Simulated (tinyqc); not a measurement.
Inside a calculation. Method: Hubbard chain of 2 sites. Computed by tinyqc, a small Python program that keeps every step. Settings: hopping = 0.58, U = 10.3, mixing = 0.2, iteration cap = 73. Command: `OMP_NUM_THREADS=1 python tinyqc.py 27745 27746 out.jsonl` (the two numbers bound the seeds that draw the settings). One thread of a shared host (Intel(R) Xeon(R) Processor @ 2.60GHz), about 0.2 s of CPU time with the checks.

one-body matrix (hopping and site energies) (eV), order 1, 2:
$$\begin{pmatrix}
0.410000 & -0.580000 \\
-0.580000 & 0.280000
\end{pmatrix}$$

U = 10.300000 eV

electrons, up and down: [1, 1]

n(up) at the start (a guess, not normalised): 1 0.800000, 2 0.200000

n(down) at the start (a guess): 1 0.200000, 2 0.800000

Each step fills the lowest levels of T + U n(other spin) and sets n(new) = n + mixing (n(out) - n); stop when output and input agree to 1e-8.

Course of the cycle:
```
iteration      E (eV)  largest |n(out) - n(in)|  mean |n_up - n_down|
1          0.65131433                  1.92e-01              0.982815
2          0.63839247                  1.55e-01              0.986414
3          0.63216662                  1.25e-01              0.988563
4          0.62893614                  1.01e-01              0.989947
5          0.62716980                  8.10e-02              0.990888
6          0.62616657                  6.52e-02              0.991553
7          0.62558044                  5.24e-02              0.992036
8          0.62523061                  4.21e-02              0.992396
9          0.62501838                  3.38e-02              0.992667
10         0.62488800                  2.72e-02              0.992874
11         0.62480711                  2.18e-02              0.993035
...               ...                       ...                   ...
63         0.62466933                  2.37e-07              0.993635
64         0.62466933                  1.90e-07              0.993635
65         0.62466933                  1.52e-07              0.993635
66         0.62466933                  1.22e-07              0.993635
67         0.62466933                  9.82e-08              0.993635
68         0.62466933                  7.88e-08              0.993635
69         0.62466933                  6.32e-08              0.993635
70         0.62466933                  5.08e-08              0.993635
71         0.62466933                  4.07e-08              0.993635
72         0.62466933                  3.27e-08              0.993635
73         0.62466933                  2.62e-08              0.993635
```

Can the last value be used, and what does the course show?

Not by the stop rule, although the second column moves by less than 1e-07 over the last three steps. Not converged within 73 iterations: the residual falls steadily but slowly, by a factor of about 0.80 a step. The lowest mean-field energy found from random starts is 0.62467 eV. Reruns (cap 100 unless said): mixing 0.5: converged in 26 (E = 0.62467); mixing 0.9: converged in 9 (E = 0.62467); the original settings with a cap of 400: converged in 78 (E = 0.62467).
